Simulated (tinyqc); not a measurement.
# Fully depleted semiconductor-on-insulator film with two gates, non-linear Poisson equation by Newton steps: charge against front-gate voltage

One dimension across the film, front interface at x = 0, back interface at x = ts. psi is counted from the intrinsic level, n = ni exp(psi/Vt) (source grounded), holes neglected, acceptors ionised. Gates act through Cox = eps0 eox/tox and Cbox = 3.9 eps0/tb with potentials G1 = Vg - (phiM - chi - Vt ln(Nc/ni)) and G2 = Vb - (phiB - chi - Vt ln(Nc/ni)). Classical Boltzmann densities, no interface charge, no depletion in the back plane.

ni = sqrt(Nc Nv) exp(-Eg/(2 Vt)), Eg in volts. The Poisson equation eps0 eps_r d2psi/dx2 = q (n + Na), with -eps0 eps_r dpsi/dx = Cox (G1 - psi) at x = 0 and eps0 eps_r dpsi/dx = Cbox (G2 - psi) at x = ts, is solved on 300 equal intervals with half boxes at both ends; N_inv is the trapezoid sum of n. Swing = ln 10/(d ln N_inv/dVg); the last column is (dN_inv/dVb)/(dN_inv/dVg).

Inputs (values chosen for the exercise); band and dielectric values close to those of silicon:
```
symbol,value,unit,meaning
T,300,K,temperature
Eg,1.11,eV,band gap
eps_r,11.9,,relative permittivity
Nc,2.75e19,cm^-3,conduction-band density of states at T
Nv,2.61e19,cm^-3,valence-band density of states at T
chi,3.98,eV,electron affinity
eox,25.6,,relative permittivity of the gate insulator (close to zirconium oxide)
tox,3.3,nm,insulator thickness
ts,13,nm,film thickness
tb,24,nm,buried-oxide thickness (eps_r 3.9)
Na,1.6e16,cm^-3,acceptor density of the film
phiM,4.11,eV,work function of the front gate
phiB,4.03,eV,work function of the back plane
Vb,-1.2,V,back-gate voltage
```

Constants: q = 1.602176634e-19 C, kB = 1.380649e-23 J/K, Vt = kB T/q, eps0 = 8.8541878128e-14 F/cm where lengths are in cm. Results are converted to the units shown.

Result of one run:

| psi front (V) | psi back (V) | N_inv (cm^-2) | centroid/ts | swing (mV/decade) | q dN_inv/dVg over Cox | back/front leverage |
|---|---|---|---|---|---|---|
| 0.356 | 0.196 | 2.57e9 | 0.158 | 62.3 | 0.00221 | 0.0427 |

Which front-gate voltage Vg gave this result: -0.05, 0.1, 0.25, 0.55 or 0.7 V?

Vg = -0.05 V.

The whole series:

| Vg (V) | psi front (V) | psi back (V) | N_inv (cm^-2) | centroid/ts | swing (mV/decade) | q dN_inv/dVg over Cox | back/front leverage |
|---|---|---|---|---|---|---|---|
| -0.35 | 0.0618 | -0.0540 | 3.94e4 | 0.211 | 62.6 | 3.38e-8 | 0.0512 |
| -0.2 | 0.209 | 0.0712 | 9.97e6 | 0.182 | 62.3 | 8.59e-6 | 0.0465 |
| -0.05 | 0.356 | 0.196 | 2.57e9 | 0.158 | 62.3 | 0.00221 | 0.0427 |
| 0.1 | 0.495 | 0.305 | 4.00e11 | 0.129 | 93.4 | 0.230 | 0.0363 |
| 0.25 | 0.573 | 0.335 | 3.45e12 | 0.0787 | 284 | 0.653 | 0.0260 |
| 0.4 | 0.612 | 0.340 | 8.21e12 | 0.0532 | 549 | 0.804 | 0.0225 |
| 0.55 | 0.636 | 0.342 | 1.36e13 | 0.0402 | 842 | 0.869 | 0.0211 |
| 0.7 | 0.653 | 0.343 | 1.93e13 | 0.0325 | 1.15e3 | 0.903 | 0.0204 |
| 0.85 | 0.666 | 0.343 | 2.52e13 | 0.0273 | 1.46e3 | 0.925 | 0.0200 |

N_inv passes 1e11 cm^-2 at Vg = 0.0522 V. The swing starts at 62.6 mV a decade, against (1 + k) Vt ln 10 = 60.6 for a front channel with k = Cs Cbox/(Cox (Cs + Cbox)) = 0.0178, Cs = eps0 eps_r/ts; above threshold this column is no longer a subthreshold swing. The centroid falls from 0.211 to 0.0273 of ts and the leverage of the back gate falls from 0.0512 to 0.0200. For Vg = 0.25, 0.4, 0.55, 0.7, 0.85 the density at an interface exceeds 0.3 Nc, where Boltzmann statistics fail. In every row the classical centroid lies within 3 nm of an interface, where confinement, left out, would push it away.

Numbers from tinyqc (`OMP_NUM_THREADS=1 python tinyqc.py 2190084 2190085 out.jsonl`; about 0.4 s on one thread of a shared Intel Xeon 2.30GHz).
